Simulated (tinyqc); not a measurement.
Probe couplings from its potential.

Inverse problem. One voltage probe p sits between leads L (mu = 1) and R (mu = 0) without magnetic field: mu_p = T_pL/(T_pL + T_pR), T_eff = T_RL + T_pL T_pR/(T_pL + T_pR). Find T_pL and T_pR.

T_RL = 0.18
mu_p = 0.20930233
T_eff = 0.25116279

Solution. T_eff - T_RL equals T_pL (1 - mu_p) and also T_pR mu_p.

T_pL = 0.0900
T_pR = 0.340

Computed by the program tinyqc: `OMP_NUM_THREADS=1 python tinyqc.py 2700121 2700122 out.jsonl`, one thread of a shared Intel Xeon 2.30GHz, about 0.01 s for the whole run.
